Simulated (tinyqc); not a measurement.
Worked calculation: deep level as a short-range spherical well. Values are carried at full precision from step to step, so a last printed digit may differ when a step is redone from the rounded ones.

A spherical well of radius R and depth V0 below the conduction edge, one mass m, c = hbar^2/2m0. The s level at binding Et solves k cot(k R) = -kappa with k = sqrt(m (V0 - Et)/c), kappa = sqrt(m Et/c); it exists for V0 > Vc = c (pi/2R)^2/m. Outside, psi falls as exp(-kappa r)/r.

Constants: hbar^2/2m0 = 3.80998211 eV angstrom^2; fine-structure constant alpha = 0.007297352564; hc = 1239.841984 eV nm; kB = 8.617333262e-05 eV/K; hbar = 6.58211957e-16 eV s.

Parameters, chosen for this exercise (near those of GaAs; shifted at random, so the results belong to these values and not to a real crystal): R = 5 angstrom (radius of the well); V0 = 7.88 eV (depth of the well); m = 0.064 m0 (mass); n_r = 3.26 (refractive index); gv = 1 (valleys); sn = 0.4 x 1e-16 cm^2 (capture cross-section); T = 200 K (temperature).

## The bound level

Solve for Et; the share outside is [sin^2(kR)/(2 kappa)]/[sin^2(kR)/(2 kappa) + R/2 - sin(2kR)/(4k)].

Et = 0.3386 eV
k = 0.3559 1/angstrom
kappa = 0.0754 1/angstrom
share outside = 0.695
Vc = 5.875 eV

The well is 1.34 times the critical depth. Since dEt/dV0 equals the share inside, 0.31, a 1 % change of V0 moves Et by 7.1 %. The decay length is 13.3 angstrom, 2.7 times R.

## Peak of the photo-ionisation cross-section

Lucovsky model (delta well, plane-wave final states, no local-field factor): sigma = (32 pi alpha c/(3 n_r m Et)) (x - 1)^(3/2)/x^3, x = h nu/Et, c = hbar^2/2m0; 1 angstrom^2 = 1e-16 cm^2.

The maximum lies at x = 2. Give the photon energy, its wavelength and sigma there.

h nu = 0.677 eV
wavelength = 1831 nm
sigma = 165 x 1e-18 cm^2

With 69 % of the state outside the well the delta-well form is a fair model.

## Thermal emission

Thermal emission e = sn v Nc exp(-Et/kB T), v = sqrt(6 c kB T/m)/hbar, Nc = 2 gv (m kB T/(4 pi c))^(3/2), c = hbar^2/2m0, one mass for both, degeneracy ratio 1; 1 angstrom = 1e-8 cm.

Give v, Nc, e and 1/e.

v = 3.769 x 1e7 cm/s
Nc = 0.2212 x 1e18/cm^3
e = 0.978 1/s
1/e = 1.02 s

## Checks

- Et from the radial equation on a grid against the matching condition, eV: both 0.34.

tinyqc: `OMP_NUM_THREADS=1 python tinyqc.py 1281951 1281952 out.jsonl`; about 0.01 s, one thread, shared Intel(R) Xeon(R) Processor @ 2.30GHz.
